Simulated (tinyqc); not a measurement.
Worked calculation: electron mobility of a polar semiconductor by Rode's iterative solution of the Boltzmann equation. Computed by tinyqc, a small Python program that keeps every step. Command: `OMP_NUM_THREADS=1 python tinyqc.py 3027202 3027203 out.jsonl rode walk`. One thread of a shared host (Intel(R) Xeon(R) Processor @ 2.30GHz), about 0.01 s of CPU time with the checks. Intermediate numbers are printed to about 6 digits and carried at full precision; extremes and crossings named in words are read from the listed rows.

The distribution is f(E) + e F l(E) (-df/dE) cos(theta) for a weak field F, theta counted from the force; l(E) is a mean free path. Elastic processes enter by their momentum rate, polar optical phonons by out- and in-scattering terms. One valley only: where upper valleys lie close, measured mobilities are lower. The density n is prescribed, even where a narrow-gap material would have more intrinsic carriers.

Inputs (values chosen for the exercise, for a model polar semiconductor):

| quantity | value | unit |
|---|---|---|
| effective mass m | 0.34 | m_0 |
| non-parabolicity alpha | 0.11 | 1/eV |
| static permittivity eps_s | 14.2 | - |
| high-frequency permittivity eps_inf | 8.48 | - |
| density rho | 3250 | kg/m^3 |
| sound velocity v_l | 7890 | m/s |
| acoustic deformation potential D_A | 10 | eV |
| optical phonon energy hbar w | 21 | meV |
| electron density n | 1.2e+14 | 1/cm^3 |
| compensation ratio C | 0 | - |
| temperature T | 250 | K |
| grid points per phonon energy s | 8 | - |
| iteration cap | 200 | - |

Band: Kane. Elastic processes: acoustic, impurity.

Constants: k_B = 8.617333262e-05 eV/K; m_0 = 9.1093837015e-31 kg; e = 1.602176634e-19 C; hbar = 1.054571817e-34 J s; eps_0 = 8.8541878128e-12 F/m; k_B = 1.380649e-23 J/K; hbar = 6.582119569e-16 eV s.

## Fermi level and screening

Kane band: hbar^2 k^2/(2 m) = E (1 + alpha E), speed v = hbar k/(m (1 + 2 alpha E)), states per spin, volume and energy g(E) = m k (1 + 2 alpha E)/(2 pi^2 hbar^2); overlap factors are set to 1. Masses are multiplied by m_0 and all formulas are in SI units. The reduced Fermi level eta = E_F/(k_B T) solves n = 2 Z int g f dE with f = 1/(1 + exp(x - eta)) (Z = 1 unless valleys are given); screening length L_s = sqrt(eps_s eps_0 k_B T/(e^2 dn/deta)), dn/deta = 2 Z int g f (1 - f) dE. Integrals over x = E/(k_B T) use 160 Gauss-Legendre points in u = sqrt(x) from 0 to sqrt(max(eta, 0) + 32). N_I = n (1 + C)/(1 - C).

reduced Fermi level eta = -10.3678

screening length L_s = 375.346 nm

ionised impurity density N_I = 1.20e+14 1/cm^3

## Rates on one ladder of the grid

Phonon occupation N_q = 1/(exp(hbar w/(k_B T)) - 1). Acoustic deformation potential (elastic, equipartition, absorption and emission together): 1/tau = 2 pi k_B T D_A^2 g(E)/(hbar rho v_l^2). Singly charged impurities, momentum relaxation: 1/tau = N_I e^4 m (1 + 2 alpha E) Phi/(8 pi (eps_s eps_0)^2 hbar^3 k^3), with alpha = 0 for a parabolic band. Brooks-Herring: Phi = ln(1 + b) - b/(1 + b), b = 4 k^2 L_s^2. Polar optical, unscreened: W = e^2 w (1/eps_inf - 1/eps_s) m (1 + 2 alpha E') ln|(k + k')/(k - k')| / (4 pi eps_0 hbar^2 k), times N_q for absorption (E' = E + hbar w) and N_q + 1 for emission (E' = E - hbar w > 0), with alpha = 0 for a parabolic band; mean cosine of the angle <cos> = (k^2 + k'^2)/(2 k k') - 1/ln|(k + k')/(k - k')|. Energy grid E_j = (j + 1/2) hbar w/s, j = 0, 1, ..., up to (max(eta, 0) + 18) k_B T, so that E_j +/- hbar w are grid points; l = 0 beyond the grid; integrals are sums times the spacing. With f' = f(E'): out-scattering S_o = sum over absorption and emission of W (1 - f')/(1 - f); nu = sum of elastic rates; the in-scattering weights are c+ = W_abs <cos> (1 - f')/(1 - f) for E' = E + hbar w and c- likewise for emission.

Points j = s/2, s/2 + s, ... (the first seven rungs, or as many as the grid holds), rates in 1e12/s:

| E (meV) | v (m/s) | nu | S_o | c+ | c- |
|---|---|---|---|---|---|
| 11.8125 | 110335 | 1.21445 | 25.3153 | 10.4166 | 0.0000 |
| 32.8125 | 183259 | 2.01368 | 63.0486 | 12.7233 | 16.4708 |
| 53.8125 | 233883 | 2.59068 | 68.8731 | 13.1681 | 26.1836 |
| 74.8125 | 274829 | 3.07109 | 68.4304 | 13.1920 | 29.4333 |
| 95.8125 | 309966 | 3.49479 | 66.9432 | 13.0801 | 30.7228 |
| 116.8125 | 341101 | 3.88043 | 65.2964 | 12.9203 | 31.2220 |
| 137.8125 | 369255 | 4.23845 | 63.7093 | 12.7458 | 31.3522 |

Points one phonon energy apart are coupled only to each other, so the grid falls into s independent ladders.

## The first two iterations on one ladder of the grid

Iteration: l_new(E) = [v(E) + c+ l(E + hbar w) + c- l(E - hbar w)]/(nu + S_o), from l = 0.

l after iteration 1 (nm): 4.15891  2.81666  3.27275  3.84369  4.40056  4.93086  5.43440

l after iteration 2 (all rungs but the last shown) (nm): 5.26484  4.50951  5.01299  6.00280  6.99269  7.93198

In-scattering lengthens l on the lowest rung by 26.6 % and on the second by 60.1 % in this step.

## The whole iteration

mu = e sum g v l f (1 - f) / (3 k_B T sum g f) over the grid; stop when mu changes by less than 1e-8 of itself.

Course of the iteration:

| iteration | mu (cm^2/(V s)) | relative change |
|---|---|---|
| 1 | 93.470 | 1.00000e+00 |
| 2 | 136.934 | 3.17408e-01 |
| 3 | 159.672 | 1.42408e-01 |
| 4 | 171.082 | 6.66937e-02 |
| 5 | 177.171 | 3.43641e-02 |
| 6 | 180.316 | 1.74454e-02 |
| 7 | 182.017 | 9.34421e-03 |
| ... | ... | ... |
| 25 | 183.980 | 2.18200e-07 |
| 26 | 183.980 | 1.23106e-07 |
| 27 | 183.980 | 7.03858e-08 |
| 28 | 183.980 | 3.98649e-08 |
| 29 | 183.980 | 2.28575e-08 |
| 30 | 183.980 | 1.29914e-08 |
| 31 | 183.980 | 7.46822e-09 |

mobility mu = 183.980 cm^2/(V s)

iterations = 31

Converged in 31 iterations; mu rises at every step, from 93.47 to 184.0, since each step returns more of the forward-scattered current.

## Approximations against the iterative solution

Self-energy RTA: l = v/(nu + S_o), the first iteration. Momentum RTA: l = v/(nu + S_o - c+ v(E + hbar w)/v - c- v(E - hbar w)/v), listed only where the denominator is positive on the whole grid. The polar-only value solves the same system with nu = 0; the elastic value takes l = v/nu.

Mobilities:

| method | mu (cm^2/(V s)) | deviation (%) |
|---|---|---|
| iterative solution | 183.98 | 0.00 |
| self-energy RTA | 93.47 | -49.20 |
| momentum RTA | 212.01 | 15.23 |
| polar phonons alone, exact | 201.48 | 9.51 |
| elastic processes alone | 2330.04 | 1166.47 |
| Matthiessen's rule on the last two | 185.44 | 0.80 |

self-energy RTA mobility = 93.4698 cm^2/(V s)

polar-phonon mobility = 201.479 cm^2/(V s)

elastic mobility = 2330.04 cm^2/(V s)

error of the self-energy RTA = -49.1956 %

The self-energy RTA is 49.2 % low: it counts every polar event as a full loss of current, though forward events keep part of it. Here hbar w/k_B T = 0.97. Matthiessen's rule is 0.8 % high. The momentum RTA deviates by +15.2 %.

Checks made by the program: iterated mobility against a direct solution of the banded linear system (relative difference 1e-08).
